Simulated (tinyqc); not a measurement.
Inside a calculation. Method: Jacobi rotations on a symmetric matrix. One step of it, computed by the program tinyqc.

Question. Jacobi rotation 2. Take the largest off-diagonal element A_pq; tan 2 theta = 2 A_pq / (A_qq - A_pp) with |theta| <= pi/4; A' = J^T A J with J_pp = J_qq = cos, J_pq = sin, J_qp = -sin.

A':
```
[[0.092000, 0.172000, 0.264154, -0.322216],
 [0.172000, 0.506000, 0.546435, -0.110437],
 [0.264154, 0.546435, 1.628734, 0.000000],
 [-0.322216, -0.110437, 0.000000, 3.153266]]
```

Give: p, q, theta; A'.

Answer.

p, q, theta (rad): [2.0000, 3.0000, 0.3860]

A':
```
[[0.0920, 0.0599, 0.3095, -0.3222],
 [0.0599, 0.2840, 0.0000, -0.1023],
 [0.3095, 0.0000, 1.8508, -0.0416],
 [-0.3222, -0.1023, -0.0416, 3.1533]]
```
